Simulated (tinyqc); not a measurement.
Bond angle at oxygen: bond unit of a tetrahedral oxide and its oxygen vacancy in tight binding.

Two sp3 hybrids h1, h2 at eh = (es + 3 ep)/4 point at one oxygen with orbitals s, px, py, pz; x joins the two cations, z bisects the angle phi, and th = (180 - phi)/2. With u = hbar^2/(m d^2) = 2c/d^2, c = hbar^2/2m0: Vhs = -(1.32 + sqrt3 x 1.42) u/2 and Vhp = (1.42 + sqrt3 x 2.22) u/2. <h|s> = Vhs for both; <h1|px> = Vhp cos(th), <h2|px> = -Vhp cos(th); <h|pz> = Vhp sin(th) for both; py is a lone pair. The unit holds 8 electrons. Coupling between units, which widens the levels into bands, is left out.

Constants: hbar^2/2m0 = 3.80998211 eV angstrom^2.

Parameters, chosen for this exercise (near tabulated values for SiO2; not measured data):
```
symbol  value   unit      meaning
es      -14.8   eV        s level of the cation
ep      -7.54   eV        p level of the cation
eos     -34.48  eV        s level of oxygen
eop     -17.07  eV        p level of oxygen
d       1.62    angstrom  cation-oxygen distance
```

phi is varied at fixed d. Levels above eop; cation-cation distance 2 d cos(th); band energy is twice the sum of the four filled levels, relative to phi = 180; excess on O is the number of electrons on oxygen less 6.

Against phi:
```
phi (deg)  distance (angstrom)  level 2  level 3  level 5  level 6  excess on O  band energy (eV)
110                      2.654   -5.801   -2.659   12.732   13.516        0.934            -1.990
120                      2.806   -6.268   -2.121   12.155   13.983        0.960            -1.769
130                      2.936   -6.672   -1.592   11.592   14.387        0.996            -1.450
140                      3.045   -7.008   -1.094   11.065   14.723        1.041            -1.070
150                      3.130   -7.274   -0.654   10.603   14.989        1.091            -0.676
160                      3.191   -7.465   -0.305   10.237   15.180        1.139            -0.328
170                      3.228   -7.581   -0.079   10.000   15.296        1.174            -0.087
180                      3.240   -7.620    0.000    9.918   15.335        1.187             0.000
```

Bending moves coupling from px to pz: level 2 rises from -7.62 to -5.80 eV and level 3 falls from 0.00 to -2.66 eV between 180 and 110 degrees. The lowest empty level is lowest at 180 degrees (9.92 eV) and highest at 110 (12.73 eV), so a spread of angles in a glass smears the conduction edge. The band energy is lowest at 110 degrees of those listed (-1.99 eV); the repulsion of the cations, not included, opposes bending.

Run: tinyqc, `OMP_NUM_THREADS=1 python tinyqc.py 1451549 1451550 out.jsonl`; Intel(R) Xeon(R) Processor @ 2.30GHz, one thread, shared host; about 0.01 s of CPU time with all checks.
